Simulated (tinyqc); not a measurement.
# Metal gate on a two-layer dielectric stack with fixed charge and a dipole: threshold against doping

Gate, layer 2, layer 1, p-type semiconductor; x runs from the gate inwards. Charges are counted in units of +q. psi is the band bending at the surface, positive towards inversion. Classical charge, Boltzmann statistics, no interface traps.

EOT = 3.9 (t1/e1 + t2/e2), Cox = eps0/(t1/e1 + t2/e2); phi_ms = pM - (chi + Eg - Vt ln(Nv/Na)). Vfb = phi_ms + Vd - (q/eps0) [Q1 (t1/e1 + t2/e2) + Q2 t2/e2 + r1 (t1^2/(2 e1) + t1 t2/e2) + r2 t2^2/(2 e2)]: each charge counts with its electrical distance from the gate. ni = sqrt(Nc Nv) exp(-Eg/(2 Vt)), Eg in volts, pB = Vt ln(Na/ni), Vth = Vfb + 2 pB + sqrt(4 q eps0 eps_r Na pB)/Cox.

Inputs (values chosen for the exercise); band and dielectric values those of a made-up semiconductor, layer 1 close to silicon dioxide, layer 2 close to aluminium oxide: temperature T = 300 K; band gap Eg = 1.17 eV; relative permittivity eps_r = 9.19; conduction-band density of states at T Nc = 2.55e19 cm^-3; valence-band density of states at T Nv = 2.66e19 cm^-3; electron affinity chi = 3.6 eV; work function of the gate metal pM = 4.12 eV; thickness of layer 1, next to the semiconductor t1 = 0.4 nm; relative permittivity of layer 1 e1 = 4.01; thickness of layer 2, next to the gate t2 = 2.7 nm; relative permittivity of layer 2 e2 = 8.86; fixed charge at the semiconductor interface Q1 = 1.3e12 cm^-2; fixed charge between the layers Q2 = 1.9e11 cm^-2; uniform charge density in layer 1 r1 = 0 cm^-3; uniform charge density in layer 2 r2 = 0 cm^-3; flat-band shift by a dipole layer between the layers Vd = 0.13 V.

Constants: q = 1.602176634e-19 C, kB = 1.380649e-23 J/K, Vt = kB T/q, eps0 = 8.8541878128e-14 F/cm where lengths are in cm. Results are converted to the units shown.

Result of one run:
```
Na (cm^-3)  phi_ms (V)  2 pB (V)  Qd/Cox (V)  Vth (V)
4.2e16         -0.4832    0.8375     0.04375   0.4224
```

What becomes of these results when the acceptor density Na is changed from 4.2e16 to 2e18 cm^-3, all else the same?

Result of the changed run:
```
Na (cm^-3)  phi_ms (V)  2 pB (V)  Qd/Cox (V)  Vth (V)
2e18           -0.5831     1.037      0.3360   0.8146
```

The whole series:
```
Na (cm^-3)  phi_ms (V)  2 pB (V)  Qd/Cox (V)  Vth (V)
9e14           -0.3839    0.6388    0.005593   0.2849
2.4e15         -0.4092    0.6896    0.009490   0.3142
6.2e15         -0.4338    0.7386     0.01579   0.3450
1.6e16         -0.4583    0.7877     0.02619   0.3799
4.2e16         -0.4832    0.8375     0.04375   0.4224
1.1e17         -0.5081    0.8873     0.07288   0.4765
2.9e17         -0.5332    0.9375      0.1216   0.5503
7.5e17         -0.5577    0.9866      0.2007   0.6539
2e18           -0.5831     1.037      0.3360   0.8146
```

Vth rises from 0.285 to 0.815 V. Of the change, phi_ms + 2 pB gives 199 mV (Vt ln 10 a decade) and the depletion charge 330 mV, growing as Na^(0.53).

Program tinyqc, `OMP_NUM_THREADS=1 python tinyqc.py 2010113 2010114 out.jsonl`; Intel Xeon 2.30GHz, shared host, one thread, about 0.01 s.
